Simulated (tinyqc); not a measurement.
Permittivity of the insulator from five potentials.

Inverse problem. A node lies on a semiconductor-insulator interface. Steps: hs = tb/1 down into the semiconductor, ho = tox/1 up into the insulator, hy = L/4 sideways. The flux balance of its box reads eox (hy/ho)(above - node) + eps_r (hy/hs)(below - node) + [(eps_r hs + eox ho)/(2 hy)](left + right - 2 node) - q Na (hs/2) hy/eps0 = 0. Find eox.

Values chosen for this exercise; semiconductor permittivity close to that of In0.53Ga0.47As: relative permittivity of the semiconductor eps_r = 13.8; half the body thickness tb = 5 nm; insulator thickness tox = 1.3 nm; channel length L = 25 nm; acceptor density of the depleted body Na = 0 cm^-3.

Constants: q = 1.602176634e-19 C, eps0 = 8.8541878128e-14 F/cm where lengths are in cm. Results are converted to the units shown.

psi (V): node 0.14969089, above -0.02, below 0.22618331, left 0.5, right 0.11364700

Solution. The balance is linear in eox.

eox = 3.90

Program tinyqc, `OMP_NUM_THREADS=1 python tinyqc.py 2480116 2480117 out.jsonl`; Intel Xeon 2.30GHz, shared host, one thread, about 0.1 s.
